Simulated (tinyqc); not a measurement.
From results back to parameters: periodic multilayer mirror for extreme ultraviolet light. Three cases, with inputs chosen for the exercise.

Problem. With a mean index 1 - dm the Bragg wavelength is lam_B = 2 L sqrt((1 - dm)^2 - sin^2 theta). It is given at 0 degrees and at th2; L and dm are hidden. Then the absorber share is Gm = (dm - delta_S)/(delta_A - delta_S), with the first entries of dS and dA; L is the period.

Case 1.

Values chosen (out of a larger set: optical constants near those of Mo and Si at 13.5 nm; not measured data): th2 = 15 degrees (second angle); dA = (0.0795, 0.00688) (delta and beta of the absorber, N = 1 - delta + i beta); dS = (0.001, 0.00172) (delta and beta of the spacer and the substrate).

lam_B at 0 = 13.446720 nm
lam_B at th2 = 12.955091 nm

Case 2.

Values chosen (out of a larger set: optical constants near those of Mo and Si at 13.5 nm; not measured data): th2 = 15 degrees (second angle); dA = (0.0752, 0.00629) (delta and beta of the absorber, N = 1 - delta + i beta); dS = (0.0009, 0.00171) (delta and beta of the spacer and the substrate).

lam_B at 0 = 13.389856 nm
lam_B at th2 = 12.907557 nm

Case 3.

Values chosen (out of a larger set: optical constants near those of Mo and Si at 13.5 nm; not measured data): th2 = 10 degrees (second angle); dA = (0.078, 0.00632) (delta and beta of the absorber, N = 1 - delta + i beta); dS = (0.0011, 0.00195) (delta and beta of the spacer and the substrate).

lam_B at 0 = 13.602652 nm
lam_B at th2 = 13.385536 nm

Find: L; dm; Gm.

Solution. The difference of the squares is 4 L^2 sin^2(th2); then 1 - dm = lam_B(0)/(2 L).

Case 1.

L = 6.960 nm
dm = 0.0340
Gm = 0.42

Case 2.

L = 6.880 nm
dm = 0.0269
Gm = 0.35

Case 3.

L = 6.970 nm
dm = 0.0242
Gm = 0.30

Computed by tinyqc, one run a case: `OMP_NUM_THREADS=1 python tinyqc.py N N+1 out.jsonl` with N = 1651997, 1652085, 1652159; one thread of a shared Intel(R) Xeon(R) Processor @ 2.30GHz, about 0.01 s a run at most.
